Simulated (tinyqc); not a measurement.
FinFET, parasitic resistance, capacitance and delay: two steps of the calculation.

Nf fins under one contact; each has gated perimeter p = 2 Hf + Wf and cross-section A = Hf Wf; contact width Wc = Nf pf, stack height Hs = Hf. Contact length Lc = CPP - Lg - 2 Lsp, shared by two neighbouring gates. Source and drain sides are equal. The formulas are first-order estimates, not field solutions.

Inputs (values chosen for the exercise); values close to those of silicon logic devices:
- T = 300 K (temperature)
- Nf = 4 (number of fins)
- Hf = 35 nm (fin height)
- Wf = 8 nm (fin width)
- pf = 27 nm (fin pitch)
- CPP = 70 nm (contacted gate pitch)
- Lg = 18 nm (gate length)
- Lsp = 5 nm (spacer length)
- rc = 2.2e-9 ohm cm^2 (contact resistivity)
- re = 0.00077 ohm cm (resistivity of the source-drain epitaxy)
- te = 30 nm (current-carrying depth of the epitaxy)
- rx = 0.0015 ohm cm (resistivity of the extension)
- Cinv = 2.2 uF/cm^2 (inversion capacitance)
- vx = 1.3e7 cm/s (injection velocity)
- mu = 140 cm^2/(V s) (apparent mobility)
- VT = 0.22 V (threshold at zero drain voltage)
- dl = 0.078 V/V (barrier lowering)
- n = 1.14 (subthreshold factor)
- Vdd = 0.8 V (supply voltage)

Constants: q = 1.602176634e-19 C, kB = 1.380649e-23 J/K, Vt = kB T/q. Results are converted to the units shown.

Problem 1. Geometry and resistances. Epitaxy sheet resistance Rsh = re/te, transfer length LT = sqrt(rc/Rsh), contact Rc = [sqrt(rc Rsh)/Wc] coth(Lc/(2 LT)); extension of one fin Rx = rx Lsp/A. Effective width N p; for equal currents one side has Rc + Rx/N.

Give: Lc; effective width; Rsh; LT; Rc; Rx; one side times effective width.

Solution 1.

Lc = 42.00 nm
effective width = 312.0 nm
Rsh = 256.7 ohm
LT = 29.28 nm
Rc = 113.1 ohm
Rx = 267.9 ohm
one side times effective width = 56.18 ohm um

Problem 2. Fin currents at Vgs = Vdd, Vds = Vdd/2. One fin: I = p Q vx u/(1 + |u|^1.8)^(1/1.8), Q = Cinv n Vt ln(1 + exp((Vg' - VT + dl Vd')/(n Vt))), u = Vd' mu/(vx Lg), Vg' = Vgs - v, Vd' = Vds - 2 v, with the drop on each side v = Rc (sum of I) + Rx I. I(new) = I(out).

I at the start (uA): fin 1 0, fin 2 0, fin 3 0, fin 4 0
Rc = 113.09355 ohm
Rx = 267.85714 ohm

Find: drop v; I(out); I after iteration 1.

Solution 2.

drop v (mV): fin 1 0, fin 2 0, fin 3 0, fin 4 0
I(out) (uA): fin 1 122.76, fin 2 122.76, fin 3 122.76, fin 4 122.76
I after iteration 1 (uA): fin 1 122.76, fin 2 122.76, fin 3 122.76, fin 4 122.76

tinyqc, about 0.03 s, one thread, Intel Xeon 2.30GHz (shared host): `OMP_NUM_THREADS=1 python tinyqc.py 2170061 2170062 out.jsonl`
